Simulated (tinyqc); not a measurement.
Specific resistance of a metal-semiconductor contact and its transmission-line measurement: one step, computed by the program tinyqc.

The barrier is parabolic (depletion approximation), energies E are normal energies counted from the band edge in the neutral semiconductor (downwards for holes), and the bias is zero. xi is an input, held fixed when other inputs move.

Problem. Current crowding. Transmission-line model: transfer length L_T = sqrt(rho_c/R_sh); R_c = (R_sh L_T/W) coth(d/L_T). Limits: rho_c/(W d) for d << L_T, sqrt(rho_c R_sh)/W for d >> L_T.

Inputs (values chosen for the exercise, modelled on n-type GaN):
```
quantity               value        unit
temperature T            300           K
sheet resistance R_sh    440         ohm
contact length d        0.71  micrometre
contact width W         0.73  micrometre
```

Image-force lowering: left out.

specific contact resistance rho_c = 5.861765e-07 ohm cm^2

Give: transfer length L_T; d/L_T; contact resistance R_c; R_c W; short-contact limit; long-contact limit.

Solution.

transfer length L_T = 0.36500 micrometre

d/L_T = 1.9452

contact resistance R_c = 229.18 ohm

R_c W = 167.30 ohm micrometre

short-contact limit = 113.10 ohm

long-contact limit = 220.00 ohm

The contact is about one transfer length long, between the two limits.
